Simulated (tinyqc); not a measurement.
Van der Pauw, Hall and four-point-probe measurements on a doped layer: one step of the calculation.

A uniform n-type layer with sheet resistance Rs = 1/(q ns mu), point contacts, low field (mu B small).

Task. Resistances and Hall voltage. Rs = 1/(q ns mu). For a rectangle with contacts at the corners, RA = (8 Rs/pi) sum_(k>=0) ln coth((2k + 1) pi a/(2 b)) with current along a short side b and voltage along the opposite one, RB the same with a and b exchanged; Hall voltage VH = rH B I/(q ns), negative for electrons.

Inputs (values chosen for the exercise):
```
symbol   value        unit                                                      meaning
ns      8.5e12       cm^-2                                   sheet density of the layer
mu        1000  cm^2/(V s)                                               drift mobility
rH         1.1                                                              Hall factor
B          0.3           T                                               magnetic field
I         1000          uA                                                      current
ar        1.86              side ratio a/b of a rectangular sample with corner contacts
```

Constants: q = 1.602176634e-19 C. Results are converted to the units shown.

Find: Rs; RA; RB; VH.

Result.

Rs = 734.30 ohm/square
RA = 10.842 ohm
RB = 723.14 ohm
VH = -24.232 mV

RB/RA = 66.7; for a square both equal Rs ln 2/pi = 162 ohm.

Numbers from tinyqc (`OMP_NUM_THREADS=1 python tinyqc.py 2850139 2850140 out.jsonl`; about 0.01 s on one thread of a shared Intel Xeon 2.30GHz).
